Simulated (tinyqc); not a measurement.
Voltage: WKB tunnelling through a gate dielectric with a two-band (Franz) dispersion.

At depth x the conduction edge lies u(x) = phi - V x/t above the electron. Parabolic: kappa = sqrt(m u/c). Franz: kappa = sqrt(m u (1 - u/Eg)/c), which vanishes at both band edges. c = hbar^2/2m0. T = exp(-2 integral of kappa dx) over the region u > 0; no image force, no prefactor, zero transverse momentum. The region ends at x_e = min(t, phi t/V); x_e < t is the Fowler-Nordheim regime.

Constants: hbar^2/2m0 = 3.80998211 eV angstrom^2.

Inputs chosen for the exercise (of the size used for HfO2 on silicon; shifted at random, so the results belong to these values and not to a real crystal): Eg = 6.05 eV (gap of the dielectric); phi = 1.39 eV (barrier above the electron energy at the emitter); m = 0.18 m0 (mass at the conduction edge); t = 35 angstrom (thickness).

The same layer at other voltages.

Exponents 2 I and transmission:

| V (V) | shape | x_e (angstrom) | 2 I parabolic | 2 I Franz | T Franz |
|---|---|---|---|---|---|
| 0.25 | trapezoid | 35.00 | 17.106 | 15.209 | 2.48e-07 |
| 0.50 | trapezoid | 35.00 | 16.212 | 14.590 | 4.61e-07 |
| 1.00 | trapezoid | 35.00 | 14.152 | 13.003 | 2.25e-06 |
| 1.50 | triangle | 32.43 | 11.082 | 10.284 | 3.42e-05 |
| 2.00 | triangle | 24.32 | 8.311 | 7.713 | 0.000447 |
| 3.00 | triangle | 16.22 | 5.541 | 5.142 | 0.00585 |
| 4.00 | triangle | 12.16 | 4.156 | 3.856 | 0.0211 |
| 5.00 | triangle | 9.73 | 3.325 | 3.085 | 0.0457 |
| 6.00 | triangle | 8.11 | 2.770 | 2.571 | 0.0765 |

While the barrier is a trapezoid T rises by a factor 9.08 from 0.25 to 1 V. Beyond V = phi = 1.39 V the path shortens and the exponent falls as 1/V: from 4 to 6 V it goes from 3.86 to 2.57, the ratio 0.667 = 4/6. The last row means 17.1 MV/cm; rows above about 7 MV/cm are past breakdown.

Program tinyqc; command `OMP_NUM_THREADS=1 python tinyqc.py 1481740 1481741 out.jsonl`; about 0.01 s on one thread of a shared Intel(R) Xeon(R) Processor @ 2.30GHz.
